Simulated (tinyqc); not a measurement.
## In-plane mass from two subband densities

Inverse problem. At zero temperature each occupied subband holds N_k = D (EF - E_k), D = md m0 q/(pi hbar^2) per eV. Two subbands are occupied. Find md, EF - E1 and EF - E2.

Constants: q = 1.602176634e-19 C, hbar = 1.054571817e-34 J s, m0 = 9.1093837015e-31 kg. Results are converted to the units shown.

N1, N2 (cm^-2): 4.6882347e12  1.5e11
E2 - E1 = 56 meV

Solution. N1 - N2 = D (E2 - E1) gives D and so md; each N_k/D is a distance to EF.

md = 0.1940 m0
EF - E1 = 57.85 meV
EF - E2 = 1.851 meV

Numbers from tinyqc (`OMP_NUM_THREADS=1 python tinyqc.py 2140035 2140036 out.jsonl`; about 0.2 s on one thread of a shared Intel Xeon 2.30GHz).
